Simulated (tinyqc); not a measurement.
Conductance of a narrow metal strip with scatterers (square lattice, Green functions): sweeps and comparisons. A value that a table varies takes the place of the one given here.

A strip of W sites across with hard walls, site energy 0 and hopping -t. Mode n = 1 to W has profile chi_n(j) = sqrt(2/(W + 1)) sin(n j pi/(W + 1)) and energy en = -2t cos(n pi/(W + 1)); E = en - 2t cos(kn a). With z_n = exp(i kn a) (Im k > 0 for closed modes, |z| < 1) each lead gives the self-energy -t z_n in mode n. One column carries the site energies v, here a notch at the edge (a site raised out of reach). In the mode basis V_nm = sum_j chi_n(j) v_j chi_m(j), G = (E - en + 2 t z_n - V)^-1, and t_nm = 2t sqrt(sin(kn a) sin(km a)) G_nm in size for open modes. T = sum |t_nm|^2, conductance (2e^2/h) T.

Constants: e^2/h = 3.874045865e-05 S.

Values chosen for the exercise (hopping and spacing of the size met in Cu or Al; the lattice is a model; not measured data): t = 1.92 eV (hopping); W = 3 (sites across); v = (50, 0, 0) eV (site energies in the scattering column); a = 2.75 angstrom (spacing); E = -1.36 eV (Fermi energy).

## Conductance steps with and without the scatterer

E is varied across the lower half of the band.

Against energy:
```
E/t,E (eV),open modes,T,reflected
-3.30,-6.336,1,0.3698,0.6302
-2.95,-5.664,1,0.7449,0.2551
-2.65,-5.088,1,0.8616,0.1384
-2.30,-4.416,1,0.9413,0.0587
-1.95,-3.744,2,1.0108,0.9892
-1.65,-3.168,2,1.0620,0.9380
-1.30,-2.496,2,1.1288,0.8712
-0.95,-1.824,2,1.2476,0.7524
-0.65,-1.248,2,1.6356,0.3644
-0.30,-0.576,3,2.0035,0.9965
0.05,0.096,3,2.0040,0.9960
```

The clean strip goes from 1 to 3 open modes. The reflected flux ranges from 0.059 (E/t = -2.3) to 0.996 (E/t = -0.3). A scatterer on one site acts on one combination of modes only, so it can reflect at most one unit.

## The same scatterer in wider strips

Width (W + 1) a; the strength is the entry of v largest in size. The notch stays one site deep. Added resistance (1/T - 1/M)/(2 e^2/h), M the number of open modes.

Against width:
```
W,width (angstrom),M,T,T/M,added resistance (ohm)
3,11.0,2,1.4864,0.7432,2230.1
4,13.8,3,2.0872,0.6957,1881.3
5,16.5,4,3.0265,0.7566,1037.8
6,19.2,5,4.0076,0.8015,639.2
8,24.8,6,5.0657,0.8443,396.7
10,30.2,7,6.4918,0.9274,144.3
14,41.2,10,9.2105,0.9211,110.6
20,57.8,15,14.0414,0.9361,58.7
```

The added resistance is 2230 ohm at W = 3 and 58.7 at W = 20; from W = 10 to 20 it changes by a factor 0.41, where 1/M gives 0.47 and 1/M^2 gives 0.22. A point scatterer removes at most one unit of M (here 0.51 to 0.99), so its resistance is at most 1/(M (M - 1)) in units of h/2e^2, without bound for M = 1, with jumps where modes open or where the site sits near a node of the open modes; the largest value is at W = 3 (2230 ohm).

## What each change does

Open modes M, T and the added resistance (1/T - 1/M)/(2 e^2/h). Each row changes one parameter from the base and keeps the others.

Results:
```
case,M,T,added resistance (ohm)
base,2,1.4864,2230
t = 1.997 eV,2,1.5475,1887
E = -1.21 eV,2,1.7123,1084
"v = (50, 50, 0) eV",2,0.9904,6578
```

The largest shifts from the base row, up to three for each result and ties (the steps differ in size, so this ranks the rows, not the parameters). M: unchanged at the printed digits by t, E and v. T: v -0.4959, E +0.2259, t +0.0611. added resistance (ohm): v +4348, E -1146, t -343.

Run: tinyqc, `OMP_NUM_THREADS=1 python tinyqc.py 1481196 1481197 out.jsonl`; Intel(R) Xeon(R) Processor @ 2.30GHz, one thread, shared host; about 0.01 s of CPU time with all checks.
